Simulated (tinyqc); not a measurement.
What each parameter does: dielectric confinement in a thin film (image charges).

A film |z| < t/2 of dielectric constant eps between half-spaces of dielectric constant e2; lam = (eps - e2)/(eps + e2), q = e^2/(4 pi eps0). The self-energy of a band edge is taken with the high-frequency value, e2 = eh, and the field of a fixed ion with the static one, e2 = eo. A charge at z has images lam^|n| at n t + (-1)^n z. Its self-energy is S(z) = (q/2 eps) sum over n >= 1 of lam^n [1/(n t - 2z) + 1/(n t + 2z)] for odd n and 2 lam^n/(n t) for even n; at the centre S(0) = -(q/(eps t)) ln(1 - lam).

Donor at the centre, lam from the static eo, trial function cos(pi z/t) exp(-rho/l): E(l) = c/(m l^2) - (q/eps) times the integral over k of F(k t) (1 + (k l/2)^2)^(-3/2), with F(x) = F0 + 2 lam exp(-x) G/(1 - lam exp(-x)), F0 = 2[(1 - exp(-x/2))/x + x (1 + exp(-x/2))/(x^2 + 4 pi^2)], G = 2 sinh(x/2)[1/x - x/(x^2 + 4 pi^2)]; c = hbar^2/2m0. The binding energy is -E at the minimum, counted from the subband edge with its self-energy.

Constants: e^2/(4 pi eps0) = 14.39964547 eV angstrom; hbar^2/2m0 = 3.80998211 eV angstrom^2; Ry = 13.60569312 eV.

Parameters, chosen for this exercise (near those of a Si (100) film, two-fold valleys, between layers of HfO2; shifted at random, so the results belong to these values and not to a real crystal):
- t = 72 angstrom (film thickness)
- eps = 11.5 (dielectric constant of the film)
- eh = 4.1 (high-frequency dielectric constant outside)
- eo = 22.4 (static dielectric constant outside)
- m = 0.195 m0 (mass in the plane)

<S> is the mean over (2/t) cos^2(pi z/t).

One parameter was then changed.

Results before and after:
```
case,lam from eh,<S> (meV),binding (meV),l (angstrom)
base,0.474,13.0,24.7,33.3
changed,0.474,13.0,28.1,29.3
```

Which of these changes was made? (a) eo = 31.4; (b) eh = 5.3; (c) m = 0.234 m0; (d) eps = 10.3; (e) t = 82 angstrom.

Answer: (c) m = 0.234 m0. Of the candidates, run in turn, only this one gives the changed row.

All candidates:
```
case,lam from eh,<S> (meV),binding (meV),l (angstrom)
base,0.474,13.0,24.7,33.3
t = 82 angstrom,0.474,11.4,23.8,34.6
eps = 10.3,0.431,12.8,28.5,30.9
eo = 31.4,0.474,13.0,21.5,33.8
eh = 5.3,0.369,9.4,24.7,33.3
m = 0.234 m0,0.474,13.0,28.1,29.3
```

Run: tinyqc, `OMP_NUM_THREADS=1 python tinyqc.py 1281270 1281271 out.jsonl`; Intel(R) Xeon(R) Processor @ 2.30GHz, one thread, shared host; about 0.1 s of CPU time with all checks.
